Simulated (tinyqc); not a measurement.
From results back to parameters: trap in a gate oxide as a short-range spherical well. Three cases, with inputs chosen for the exercise.

Problem. In the Lucovsky model sigma goes as (h nu - Et)^(3/2)/(h nu)^3. The ratio of the cross-sections at h1 and h2 was computed from a hidden Et.

Case 1.

Values chosen (out of a larger set: near those of Al2O3 on GaAs; not measured data): h1 = 1.518 eV (first photon energy); h2 = 2.982 eV (second photon energy).

sigma(h1)/sigma(h2) = 0.288369

Case 2.

Values chosen (out of a larger set: near those of SiO2 on Si; not measured data): h1 = 3.705 eV (first photon energy); h2 = 7.74 eV (second photon energy).

sigma(h1)/sigma(h2) = 0.534073

Case 3.

Values chosen (out of a larger set: near those of HfO2 on Si; not measured data): h1 = 1.331 eV (first photon energy); h2 = 2.422 eV (second photon energy).

sigma(h1)/sigma(h2) = 0.583417

Find: Et.

Solution. y = [ratio (h1/h2)^3]^(2/3), and Et = (h1 - y h2)/(1 - y): the plot of (sigma (h nu)^3)^(2/3) against h nu is a line through Et.

Case 1.

Et = 1.331 eV

Case 2.

Et = 2.988 eV

Case 3.

Et = 1.039 eV

Computed by tinyqc, one run a case: `OMP_NUM_THREADS=1 python tinyqc.py N N+1 out.jsonl` with N = 1250172, 1250258, 1250281; one thread of a shared Intel(R) Xeon(R) Processor @ 2.30GHz, about 0.01 s a run at most.
